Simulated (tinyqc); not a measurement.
# Dose and depth of a threshold implant

Inverse problem. A sheet of D acceptors per cm^2 lies at depth xi inside the depleted layer of a body doped Na. In the depletion approximation VT = Vfb + f2 + q D/Cox + gamma sqrt(f2 + Vsb - q D xi/(eps0 eps_r)), gamma = sqrt(2 eps0 eps_r q Na)/Cox, Cox = eps0 eox/tox. Find gamma, D and xi.

Values chosen for this exercise; band and dielectric values close to those of silicon:
```
symbol   value   unit                                                               meaning
eps_r     11.8                                                        relative permittivity
Na      3.8e16  cm^-3                                     acceptor density deep in the body
eox       22.2         relative permittivity of the gate insulator (close to hafnium oxide)
tox         18     nm                                                   insulator thickness
Vfb      -0.66      V                                                     flat-band voltage
f2        0.76      V                                      band bending 2 phiF at threshold
```

Constants: q = 1.602176634e-19 C, eps0 = 8.8541878128e-14 F/cm where lengths are in cm. Results are converted to the units shown.

VT against the source at Vsb = 0 and 2.1 V (V): [0.40522357, 0.50018747]

Solution. With y^2 = f2 - q D xi/(eps0 eps_r) and d the difference of the thresholds over gamma, sqrt(y^2 + Vsb) - y = d gives y = (Vsb - d^2)/(2 d). The first threshold then gives D, and y^2 gives xi.

gamma = 0.103 V^0.5
D = 1.60e12 cm^-2
xi = 12.0 nm

Computed by the program tinyqc: `OMP_NUM_THREADS=1 python tinyqc.py 2080053 2080054 out.jsonl`, one thread of a shared Intel Xeon 2.30GHz, about 0.3 s for the whole run.
